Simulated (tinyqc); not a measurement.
Comparisons within one model: metal-induced gap states at the contact of a metal chain and a two-band chain. A value that a table varies takes the place of the one given here.

The semiconductor alternates sites A at -Eg/2 and C at +Eg/2 with hopping -t; the gap runs from -Eg/2 to Eg/2. In the gap cosh(q a) = 1 + (Eg^2/4 - E^2)/(2 t^2) and the amplitude changes by -exp(-q a) a period. The metal has site energy 0 and hopping -tm; its end site has g_m = (E - i sqrt(4 tm^2 - E^2))/(2 tm^2). Sites 1, 2, ... count into the semiconductor, with energies e1, e2 alternating. The clean half chain has g1 = 1/(E - e1 - t^2 g2), g2 = 1/(E - e2 - t^2 g1), decaying root. With the contact G11 = 1/(1/g1 - tc^2 g_m), and the density on site j is -Im G_jj/pi = |psi_j/psi_1|^2 (-Im G11/pi), per spin, with psi_2/psi_1 = -t g2, psi_3/psi_2 = -t g1.

Constants: e^2/(4 pi eps0) = 14.39964547 eV angstrom.

Parameters, chosen for this exercise (gap and optical dielectric constant near those of GaAs; the chain itself is a model; not measured data):
- Eg = 1.41 eV (gap)
- t = 2.31 eV (hopping in the semiconductor)
- tm = 1.53 eV (hopping in the metal)
- tc = 2.69 eV (hopping across the contact)
- end = C (site that touches the metal)
- a = 4 angstrom (period (two sites); one chain for each area a^2)
- eps = 10.8 (dielectric constant)
- E = -0.07 eV (energy from mid-gap)

## Across the gap

E = f Eg. Share on C: the part of the summed density that lies on C sites, whose orbitals make the conduction edge.

Gap states:

| f | E (eV) | xi = 1/(2q) (angstrom) | D1 (1/eV) | D2 (1/eV) | sum (1/eV) | share on C |
|---|---|---|---|---|---|---|
| -0.48 | -0.677 | 23.41 | 0.0054 | 0.2430 | 1.5813 | 0.022 |
| -0.40 | -0.564 | 10.94 | 0.0222 | 0.1661 | 0.6145 | 0.118 |
| -0.30 | -0.423 | 8.21 | 0.0349 | 0.1093 | 0.3738 | 0.242 |
| -0.15 | -0.211 | 6.89 | 0.0452 | 0.0628 | 0.2453 | 0.419 |
| 0.00 | 0.000 | 6.58 | 0.0509 | 0.0375 | 0.1940 | 0.575 |
| 0.15 | 0.211 | 6.89 | 0.0546 | 0.0220 | 0.1741 | 0.713 |
| 0.30 | 0.423 | 8.21 | 0.0578 | 0.0113 | 0.1794 | 0.836 |
| 0.40 | 0.564 | 10.94 | 0.0603 | 0.0056 | 0.2150 | 0.915 |
| 0.48 | 0.677 | 23.41 | 0.0633 | 0.0012 | 0.4103 | 0.982 |

What does this show, and why?

The decay length xi of the density is shortest at mid-gap, 6.58 angstrom, and grows to 23.4 near the edges. The summed density is least at f = 0.15 (0.1741) and largest at f = -0.48 (1.5813 1/eV). The share on C goes from 0.02 to 0.98 and passes one half near f = -0.072, a point that depends on which site ends the chain. The states turn from valence-like to conduction-like across the gap; the branch point, where the decay is fastest, lies at mid-gap in this symmetric chain and is the usual estimate of the neutrality level.

## Wider gaps pin less

E = 0; Eg is varied and eps follows 1 + (eps0 - 1)(Eg0/Eg), with the given Eg and eps as Eg0 and eps0. xi = 1/(2q), N = 2 (summed density)/a^2, S = 1/(1 + 4 pi e^2 N xi/eps).

Against the gap:

| Eg (eV) | eps | xi (angstrom) | summed density (1/eV) | S | S at fixed eps |
|---|---|---|---|---|---|
| 0.50 | 28.64 | 18.49 | 0.5186 | 0.117 | 0.047 |
| 0.75 | 19.42 | 12.33 | 0.3511 | 0.165 | 0.099 |
| 1.10 | 13.56 | 8.42 | 0.2444 | 0.226 | 0.188 |
| 1.50 | 10.21 | 6.19 | 0.1833 | 0.285 | 0.296 |
| 2.30 | 7.01 | 4.06 | 0.1244 | 0.380 | 0.486 |
| 3.40 | 5.06 | 2.78 | 0.0880 | 0.478 | 0.662 |
| 5.50 | 3.51 | 1.77 | 0.0572 | 0.605 | 0.825 |
| 9.00 | 2.54 | 1.16 | 0.0350 | 0.734 | 0.922 |

How do the results move?

From Eg = 0.5 to 9 eV xi falls by a factor 16.0 and the summed density by 14.8, so at fixed eps S rises from 0.05 to 0.92. The weaker screening of wide-gap solids works against this: with it S goes from 0.12 to 0.73.

## Weakening the contact bond

At the given E, tc is varied, as by a thin spacer. xi = 1/(2q), N = 2 (summed density)/a^2, S = 1/(1 + 4 pi e^2 N xi/eps) with xi and eps kept.

Against tc:

| tc (eV) | D1 (1/eV) | summed density (1/eV) | S |
|---|---|---|---|
| 0.10 | 0.00024 | 0.00099 | 0.9865 |
| 0.25 | 0.00148 | 0.00618 | 0.9212 |
| 0.50 | 0.00590 | 0.02470 | 0.7451 |
| 0.80 | 0.01490 | 0.06244 | 0.5363 |
| 1.20 | 0.03129 | 0.13110 | 0.3552 |
| 1.80 | 0.05180 | 0.21701 | 0.2497 |
| 2.50 | 0.05211 | 0.21832 | 0.2486 |
| 3.50 | 0.03547 | 0.14861 | 0.3271 |

How do the results move?

For a weak bond the density goes as tc^2 (ratio 6.25 between 0.25 and 0.1 eV, against 6.25). It is largest at tc = 2.5 eV among these rows and falls beyond, as the first site pairs off with the metal. S is 0.986 at 0.1 eV and has its least value, 0.249, in that row.

## What each parameter does

xi = 1/(2q), summed density, and S = 1/(1 + 4 pi e^2 N xi/eps), N = 2 (summed density)/a^2. Each row changes one parameter from the base and keeps the others.

Results:

| case | xi (angstrom) | summed density (1/eV) | S |
|---|---|---|---|
| base | 6.611 | 0.20647 | 0.2592 |
| Eg = 1.551 eV | 6.010 | 0.18788 | 0.2972 |
| t = 2.541 eV | 7.267 | 0.21378 | 0.2351 |
| tm = 1.683 eV | 6.611 | 0.21415 | 0.2522 |
| tc = 2.959 eV | 6.611 | 0.18707 | 0.2785 |
| eps = 11.88 | 6.611 | 0.20647 | 0.2779 |
| end = A | 6.611 | 0.18474 | 0.2811 |

What can be read from the table?

The largest shifts from the base row, up to three for each result and ties (the steps differ in size, so this ranks the rows, not the parameters). xi (angstrom): t +0.656, Eg -0.601; unchanged at the printed digits by tm, tc, eps and end. summed density (1/eV): end -0.02173, tc -0.01940, Eg -0.01859; unchanged at the printed digits by eps. S: Eg +0.0381, t -0.0241, end +0.0219. The decay length belongs to the semiconductor alone; the metal and the contact set only the amplitude.

Program tinyqc; command `OMP_NUM_THREADS=1 python tinyqc.py 1480323 1480324 out.jsonl`; about 0.01 s on one thread of a shared Intel(R) Xeon(R) Processor @ 2.30GHz.
